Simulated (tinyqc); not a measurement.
Round or elliptic silicon nanowire with anisotropic valleys (Ritz method): one step. Lowest level in this basis. Three cases, with inputs chosen for the exercise.

Task: Solve H p = E S p for the wire level; give E, the ratios p2/p1 and p3/p1, and H11/S11.

Give: E; ratios; one function.

Case 1.

S, rows 1, u^2, v^2 and columns alike:
```
[[1.04719755, 0.13089969, 0.13089969],
 [0.13089969, 0.03926991, 0.01308997],
 [0.13089969, 0.01308997, 0.03926991]]
```

H (meV), rows 1, u^2, v^2 and columns alike:
```
[[156.270704, 26.045117, 26.045117],
 [26.045117, 31.346491, 3.255640],
 [26.045117, 3.255640, 14.232464]]
```

Result:

E = 141.5 meV

ratios: [-0.25, -0.83]

one function = 149.2 meV

The two added functions lower the level by 7.7 meV (5.2 %), mostly by narrowing the state along v, the direction in which the stretched ellipse is long.

Case 2.

S, rows 1, u^2, v^2 and columns alike:
```
[[1.04719755, 0.13089969, 0.13089969],
 [0.13089969, 0.03926991, 0.01308997],
 [0.13089969, 0.01308997, 0.03926991]]
```

H (meV), rows 1, u^2, v^2 and columns alike:
```
[[87.724099, 14.620683, 14.620683],
 [14.620683, 9.235060, 1.827585],
 [14.620683, 1.827585, 16.351136]]
```

Result:

E = 80.2 meV

ratios: [-0.64, -0.27]

one function = 83.8 meV

The two added functions lower the level by 3.6 meV (4.3 %), mostly by narrowing the state along u, the direction in which the stretched ellipse is long.

Case 3.

S, rows 1, u^2, v^2 and columns alike:
```
[[1.04719755, 0.13089969, 0.13089969],
 [0.13089969, 0.03926991, 0.01308997],
 [0.13089969, 0.01308997, 0.03926991]]
```

H (meV), rows 1, u^2, v^2 and columns alike:
```
[[53.120262, 8.853377, 8.853377],
 [8.853377, 4.824930, 1.106672],
 [8.853377, 1.106672, 10.668479]]
```

Result:

E = 48.1 meV

ratios: [-0.83, -0.25]

one function = 50.7 meV

The two added functions lower the level by 2.6 meV (5.2 %), mostly by narrowing the state along u, the direction in which the stretched ellipse is long.

Computed by tinyqc, one run a case: `OMP_NUM_THREADS=1 python tinyqc.py N N+1 out.jsonl` with N = 1252530, 1280128, 1280217; one thread of a shared Intel(R) Xeon(R) Processor @ 2.30GHz, about 0.07 s a run at most.
